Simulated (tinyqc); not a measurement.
Time-dependent dielectric breakdown: cell percolation, Weibull statistics, area scaling and voltage extrapolation. From one set of inputs to another, one input at a time. Computed by tinyqc, a small Python program. Command: `OMP_NUM_THREADS=1 python tinyqc.py 3027124 3027125 out.jsonl tddb ladder`. One thread of a shared host (Intel(R) Xeon(R) Processor @ 2.30GHz), about 0.01 s of CPU time with the checks.

The oxide is divided into columns of area a^2, each holding m = t_ox/a cells (m is taken as continuous). A share lambda(t) = (t/t_1)^alpha of the cells is defective, and a column whose cells are all defective breaks down.

The inputs printed are set A. Inputs not listed in the table keep their values of set A, so the rows need not describe a real material.

Inputs (values chosen for the exercise, for a model gate oxide): oxide thickness t_ox = 5.1 nm; defect cell size a = 0.98 nm; exponent alpha of defect growth = 0.36; time t_1 at which the occupied share would reach 1 = 1.2e+08 s; test area A = 4 um^2; product area A_u = 1e+06 um^2; stress voltage V = 6.06 V; use voltage V_u = 3.8 V; local exponent n = -d ln t/d ln V at the stress voltage = 32; activation energy E_a = 0.54 eV; stress temperature T = 150 C; use temperature T_u = 55 C; allowed failure fraction F = 0.001.

Voltage law used: 1/E.

Constants: k_B = 8.617333262e-05 eV/K.

Method:
- Failure fraction F = 1 - (1 - lambda^m)^N with N = A/a^2 columns, which for small lambda^m is 1 - exp(-(t/t63)^beta) with beta = alpha m and t63 = t_1 N^(-1/beta); critical share lambda(t63) = N^(-1/m). 1 um^2 = 1e6 nm^2.
- All three voltage laws share the slope n at the stress voltage. Factor t(V_u)/t(V): E law exp(n (1 - V_u/V)); 1/E law exp(n (V/V_u - 1)); power law (V/V_u)^n.
- Temperatures in kelvin are T(C) + 273.15.
- Temperature factor exp[(E_a/k_B)(1/T_u - 1/T)]; area factor (A/A_u)^(1/beta); percentile factor (-ln(1 - F))^(1/beta); life = t63 x all four; 1 year = 3.15576e7 s.

Each row keeps all changes above it:
```
input moved                                                   from         to  characteristic life t63 (s)  Weibull slope beta  area factor
set A                                                            -          -                   3.5143e+04              1.8735   1.3145e-03
use voltage V_u (V)                                            3.8        1.9                   3.5143e+04              1.8735   1.3145e-03
test area A (um^2)                                               4         20                   1.4885e+04              1.8735   3.1034e-03
oxide thickness t_ox (nm)                                      5.1        3.1                   4.4923e+01              1.1388   7.4759e-05
time t_1 at which the occupied share would reach 1 (s)   120000000  360000000                   1.3477e+02              1.1388   7.4759e-05
defect cell size a (nm)                                       0.98        1.5                   1.6461e-01              0.7440   4.8326e-07
activation energy E_a (eV)                                    0.54        0.6                   1.6461e-01              0.7440   4.8326e-07
local exponent n = -d ln t/d ln V at the stress voltage         32         31                   1.6461e-01              0.7440   4.8326e-07
```

Characteristic life t63 goes from 35100 to 0.165, a factor 4.68e-6 in all. The largest single move comes from defect cell size a (a factor 0.00122), and time t_1 at which the occupied share would reach 1 works against it (a factor 3.00). Weibull slope beta goes from 1.87 to 0.744, a factor 0.397 in all. The largest single move comes from oxide thickness t_ox (a factor 0.608). Area factor goes from 0.00131 to 4.83e-7, a factor 3.68e-4 in all. The largest single move comes from defect cell size a (a factor 0.00646), and test area A works against it (a factor 2.36). The single moves hold for this order of the switches; the total does not depend on the order.

Caution (all rows): t_1 is an input here; in a real oxide it changes with thickness at fixed voltage.

Extremes, crossings and ranges named in words are read from the listed rows.
